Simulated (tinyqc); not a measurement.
Comparisons within one model: Bethe-Salpeter matrix of a two-band square lattice (Tamm-Dancoff form). A value that a table varies takes the place of the one given here.

One valence and one conduction band, lattice period 1, mesh k = 2 pi j/N along each axis (first index slowest). Pair energies D(k) = Eg + 2 t sum(1 - cos k), t = tc + tv. Screened attraction W(R) = U at R = 0 and V/|R| otherwise, R over the N x N cells with the nearest image; W(q) = sum_R W(R) cos(q R). H(k, k') = D(k) delta - W(k - k')/Nk + 2 J/Nk for singlets (J = 0 for triplets), Nk the number of k points. With a constant transition dipole the strength of a state is f = (sum_k A_k)^2/Nk, and the f sum to 1.

Inputs chosen for the exercise:
- Eg = 3 eV (quasiparticle gap)
- tc = 0.23 eV (conduction hopping)
- tv = 0.14 eV (valence hopping)
- U = 1.7 eV (attraction in the same cell)
- V = 0.92 eV (attraction at one cell distance)
- J = 0.25 eV (exchange in the same cell)
- fs = (0.2, 0.4, 0.7, 1, 1.4, 2, 2.6) (scale factors of U and V)

## Convergence with the k mesh

Lowest triplet and singlet, and f of the singlet, against N.

Results:

| N | Eg - E triplet (eV) | Eg - E singlet (eV) | f singlet |
|---|---|---|---|
| 3 | 1.0062 | 0.8635 | 0.2071 |
| 4 | 0.8909 | 0.7368 | 0.2101 |
| 6 | 0.8381 | 0.6578 | 0.2465 |
| 9 | 0.8324 | 0.6426 | 0.2678 |
| 14 | 0.8322 | 0.6419 | 0.2694 |
| 22 | 0.8322 | 0.6419 | 0.2694 |
| 36 | 0.8322 | 0.6419 | 0.2694 |

How do the results move?

The coarsest mesh misjudges the singlet binding by +0.2216 eV against the finest: a mesh of N points along an axis repeats the pair every N cells. The triplet is within 1 meV of the last row from N = 9 on. The singlet is within 1 meV of the last row from N = 9 on. The more tightly bound triplet is the smaller object in R, so it needs no more points than the singlet.

## Strength of the attraction

Triplets, N = 24; U and V scaled together, as weaker screening would do. f is the weight at R = 0.

Results:

| scale | U/t | binding (eV) | f | Eg - second level (eV) |
|---|---|---|---|---|
| 0.20 | 0.92 | 0.0620 | 0.062 | 0.0117 |
| 0.40 | 1.84 | 0.1977 | 0.166 | 0.0394 |
| 0.70 | 3.22 | 0.4816 | 0.340 | 0.1265 |
| 1.0 | 4.59 | 0.8322 | 0.501 | 0.2552 |
| 1.4 | 6.43 | 1.3691 | 0.664 | 0.4791 |
| 2.0 | 9.19 | 2.2609 | 0.806 | 0.8873 |
| 2.6 | 11.95 | 3.2057 | 0.877 | 1.3452 |

What does this show?

The binding grows with exponent 1.67 between scales 0.2 and 0.4 and 1.33 over the last two rows (about 2 for a wide, hydrogen-like pair, 1 for a pair held in one cell). f rises from 0.062 to 0.877. On this mesh a second level lies below the gap from scale 0.2 on; in an infinite lattice the tail V/|R| binds a whole series at any scale. The binding exceeds Eg in the rows from scale 2.6 on, where the ground state itself would be unstable. 

## What each parameter does

N = 24: lowest singlet, its binding and f, and the singlet-triplet splitting. Each row changes one parameter from the base and keeps the others.

Results:

| case | singlet (eV) | binding (eV) | f | splitting (eV) |
|---|---|---|---|---|
| base | 2.3581 | 0.6419 | 0.269 | 0.1903 |
| Eg = 3.2 eV | 2.5581 | 0.6419 | 0.269 | 0.1903 |
| tc = 0.3 eV | 2.3990 | 0.6010 | 0.230 | 0.1594 |
| tv = 0.08 eV | 2.3168 | 0.6832 | 0.315 | 0.2251 |
| U = 2.04 eV | 2.2416 | 0.7584 | 0.422 | 0.2714 |
| V = 1.02 eV | 2.2968 | 0.7032 | 0.247 | 0.1744 |
| J = 0.38 eV | 2.4165 | 0.5835 | 0.185 | 0.2487 |

How do the results move?

The largest shifts from the base row, up to three for each result and ties (the steps differ in size, so this ranks the rows, not the parameters). singlet (eV): Eg +0.2000, U -0.1164, V -0.0613. binding (eV): U +0.1164, V +0.0613, J -0.0584; unchanged at the printed digits by Eg. f: U +0.152, J -0.085, tv +0.045; unchanged at the printed digits by Eg. splitting (eV): U +0.0811, J +0.0584, tv +0.0348; unchanged at the printed digits by Eg. At zero total momentum only the sum tc + tv enters.

Run: tinyqc, `OMP_NUM_THREADS=1 python tinyqc.py 1280034 1280035 out.jsonl`; Intel(R) Xeon(R) Processor @ 2.30GHz, one thread, shared host; about 0.7 s of CPU time with all checks.
